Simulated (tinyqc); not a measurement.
From the diamond lattice to a polar crystal: two-band k.p model of the X valleys of a zinc-blende crystal.

k along the valley axis, counted from X, c = hbar^2/2m0, e = c k^2/ml. H = [[e - D/2, i P k], [-i P k, e + D/2]] with P^2 = D0 c/ml, so E = e -/+ sqrt(D^2/4 + D0 e). For D = 0 (diamond lattice) the bands cross at X.

With x = D/D0: for x < 1 the minima lie at k_m = sqrt(ml D0 (1 - x^2)/(4 c)), the hump at X has the height dE = (D0/4)(1 - x)^2 and the mass at the minimum is ml/(1 - x^2); the mass at X is ml/(1 - 1/x), negative for x < 1. For x > 1 the minimum is at X.

Constants: hbar^2/2m0 = 3.80998211 eV angstrom^2.

Inputs chosen for the exercise (out of a larger set: of the order of those of cubic SiC; not measured data): D0 = 0.972 eV (coupling energy); ml = 0.442 m0 (mass along the axis from remote bands).

D is varied at fixed D0 and ml.

Results:

| x | D (eV) | k_m (1/angstrom) | dE (meV) | mass at the minimum |
|---|---|---|---|---|
| 0.00 | 0.000 | 0.1679 | 243.00 | 0.442 |
| 0.60 | 0.583 | 0.1343 | 38.88 | 0.691 |
| 0.80 | 0.778 | 0.1007 | 9.72 | 1.228 |
| 0.90 | 0.875 | 0.0732 | 2.43 | 2.326 |
| 1.10 | 1.069 | 0.0000 | 0.00 | 4.862 |
| 1.30 | 1.264 | 0.0000 | 0.00 | 1.915 |
| 2.00 | 1.944 | 0.0000 | 0.00 | 0.884 |
| 4.00 | 3.888 | 0.0000 | 0.00 | 0.589 |

Give the missing row, x = 0.30.

Computed row:
```
x     D (eV)  k_m (1/angstrom)  dE (meV)  mass at the minimum
0.30   0.292            0.1602    119.07                0.486
```

At D = 0 the minima lie 0.1679 1/angstrom from X under a cusp of D0/4 = 243 meV, the pattern of silicon. The hump shrinks as (1 - x)^2, faster than k_m, so at x = 0.9 it is only 2.43 meV although k_m is still 44 % of its first value. The mass diverges at x = 1 from both sides (2.33 at 0.9, 4.86 at 1.1), where the band is quartic.

Run: tinyqc, `OMP_NUM_THREADS=1 python tinyqc.py 1880847 1880848 out.jsonl`; Intel(R) Xeon(R) Processor @ 2.30GHz, one thread, shared host; about 0.01 s of CPU time with all checks.
